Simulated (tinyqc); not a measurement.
Zener tunnelling in a reverse-biased junction, two-band WKB: one step of the calculation.

Abrupt p-n junction, depletion approximation. Energies E are counted from the conduction-band edge of the neutral n side; its Fermi level lies at dn, that of the p side at dn - V, and the valence-band edge of the neutral p side at Em = dn + dp - V. Tunnelling needs 0 < E < Em. Two-band dispersion with equal masses m: inside the gap kappa = sqrt(m u (1 - u/Eg)/C), u the distance from a band edge, C = hbar^2/(2 m0).

Question. Width, field and exponent. W = sqrt(2 eps0 eps_r (Vbi - V)(1/Na + 1/Nd)/q), mean field F = (Vbi - V)/W, peak field 2 F. In a uniform field F the exponent is S = pi sqrt(m/C) Eg^1.5/(4 F). Transverse energy Et = C kt^2/m raises it to S (1 + 4 Et/Eg), so T = exp(-S) exp(-Et/Eb) with Eb = Eg/(4 S). KJ = (2 q^2/h) m/(4 pi C) (times 1e14 for A/cm^2 per eV^2).

Inputs (values chosen for the exercise); band and dielectric values those of a made-up semiconductor:
- Eg = 1.72 eV (band gap)
- eps_r = 14.4 (relative permittivity)
- m = 0.089 m0 (band-edge mass of the two-band model)
- Na = 2.2e18 cm^-3 (acceptor density)
- Nd = 4.2e18 cm^-3 (donor density)
- V = -1.6 V (bias of the p side)

Constants: q = 1.602176634e-19 C, hbar = 1.054571817e-34 J s, m0 = 9.1093837015e-31 kg, eps0 = 8.8541878128e-14 F/cm where lengths are in cm, hbar^2/(2 m0) = 0.0380998212 eV nm^2. Results are converted to the units shown.

Vbi = 1.8600849 V

Find: W; mean field; S; exp(-S); Eb; tunnelling length Eg/F.

Answer.

W = 61.76 nm
mean field = 0.5602 MV/cm
S = 48.33
exp(-S) = 1.022e-21
Eb = 8.897 meV
tunnelling length Eg/F = 30.70 nm

Range of the model: Parabolic densities of states, no band tails and no gap narrowing, all of which matter at such doping.

Numbers from tinyqc (`OMP_NUM_THREADS=1 python tinyqc.py 2620080 2620081 out.jsonl`; about 0.01 s on one thread of a shared Intel Xeon 2.30GHz).
